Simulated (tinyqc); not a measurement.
## Boundary resistance from two temperatures

Problem. A strip of width ws dissipates Pw per length on layer 1; with 45-degree spreading Tj - Tb = Pw [ln(w1/ws)/(2 k1) + Rb/w1], w1 = ws + 2 t1, where Tb is the temperature just under the boundary. Find Rb.

Inputs (values chosen for the exercise): width of the heated strip ws = 12 um; power per length of the strip Pw = 1.8 W/mm; thickness of layer 1 t1 = 0.95 um; conductivity of layer 1 k1 = 172 W/(m K).

Tb and Tj (K): [317.178779, 318.621253]

Solution. Subtract the resistance of layer 1 from (Tj - Tb)/Pw and multiply by w1.

Rb = 5.20 m^2 K/GW

Computed by the program tinyqc: `OMP_NUM_THREADS=1 python tinyqc.py 2520130 2520131 out.jsonl`, one thread of a shared Intel Xeon 2.30GHz, about 0.01 s for the whole run.
